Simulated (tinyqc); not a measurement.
Worked calculation: empirical pseudopotential in a few plane waves. One step of it, computed by the program tinyqc.

Task: Levels at G. Diagonalise the Hermitian matrix.

H(k) at G (eV), order +0+0+0, -1-1-1, -1-1+1, -1+1-1, -1+1+1, +1-1-1, +1-1+1, +1+1-1, +1+1+1, -2+0+0, +0-2+0, +0+0-2, +0+0+2, +0+2+0, +2+0+0:
```
[[0.000000, 2.453273, -2.453273, -2.453273, -2.453273, -2.453273, -2.453273, -2.453273, 2.453273, 0.000000, 0.000000, 0.000000, 0.000000, 0.000000, 0.000000],
 [2.453273, 14.702270, 0.000000, 0.000000, -0.666679, 0.000000, -0.666679, -0.666679, 0.000000, -2.453273, -2.453273, -2.453273, -0.404068, -0.404068, -0.404068],
 [-2.453273, 0.000000, 14.702270, 0.666679, 0.000000, 0.666679, 0.000000, 0.000000, -0.666679, -2.453273, -2.453273, 0.404068, 2.453273, -0.404068, -0.404068],
 [-2.453273, 0.000000, 0.666679, 14.702270, 0.000000, 0.666679, 0.000000, 0.000000, -0.666679, -2.453273, 0.404068, -2.453273, -0.404068, 2.453273, -0.404068],
 [-2.453273, -0.666679, 0.000000, 0.000000, 14.702270, 0.000000, 0.666679, 0.666679, 0.000000, 2.453273, -0.404068, -0.404068, -2.453273, -2.453273, 0.404068],
 [-2.453273, 0.000000, 0.666679, 0.666679, 0.000000, 14.702270, 0.000000, 0.000000, -0.666679, 0.404068, -2.453273, -2.453273, -0.404068, -0.404068, 2.453273],
 [-2.453273, -0.666679, 0.000000, 0.000000, 0.666679, 0.000000, 14.702270, 0.666679, 0.000000, -0.404068, 2.453273, -0.404068, -2.453273, 0.404068, -2.453273],
 [-2.453273, -0.666679, 0.000000, 0.000000, 0.666679, 0.000000, 0.666679, 14.702270, 0.000000, -0.404068, -0.404068, 2.453273, 0.404068, -2.453273, -2.453273],
 [2.453273, 0.000000, -0.666679, -0.666679, 0.000000, -0.666679, 0.000000, 0.000000, 14.702270, -0.404068, -0.404068, -0.404068, -2.453273, -2.453273, -2.453273],
 [0.000000, -2.453273, -2.453273, -2.453273, 2.453273, 0.404068, -0.404068, -0.404068, -0.404068, 19.603026, 0.666679, 0.666679, -0.666679, -0.666679, 0.000000],
 [0.000000, -2.453273, -2.453273, 0.404068, -0.404068, -2.453273, 2.453273, -0.404068, -0.404068, 0.666679, 19.603026, 0.666679, -0.666679, 0.000000, -0.666679],
 [0.000000, -2.453273, 0.404068, -2.453273, -0.404068, -2.453273, -0.404068, 2.453273, -0.404068, 0.666679, 0.666679, 19.603026, 0.000000, -0.666679, -0.666679],
 [0.000000, -0.404068, 2.453273, -0.404068, -2.453273, -0.404068, -2.453273, 0.404068, -2.453273, -0.666679, -0.666679, 0.000000, 19.603026, 0.666679, 0.666679],
 [0.000000, -0.404068, -0.404068, 2.453273, -2.453273, -0.404068, 0.404068, -2.453273, -2.453273, -0.666679, 0.000000, -0.666679, 0.666679, 19.603026, 0.666679],
 [0.000000, -0.404068, -0.404068, -0.404068, 0.404068, 2.453273, -2.453273, -2.453273, -2.453273, 0.000000, -0.666679, -0.666679, 0.666679, 0.666679, 19.603026]]
```

Give: eigenvalues.

Result:

eigenvalues (eV): [-2.5066, 10.4627, 10.4627, 10.4627, 11.8611, 14.0356, 14.0356, 14.0356, 18.2697, 18.2697, 19.2089, 23.1759, 23.1759, 23.1759, 27.1110]
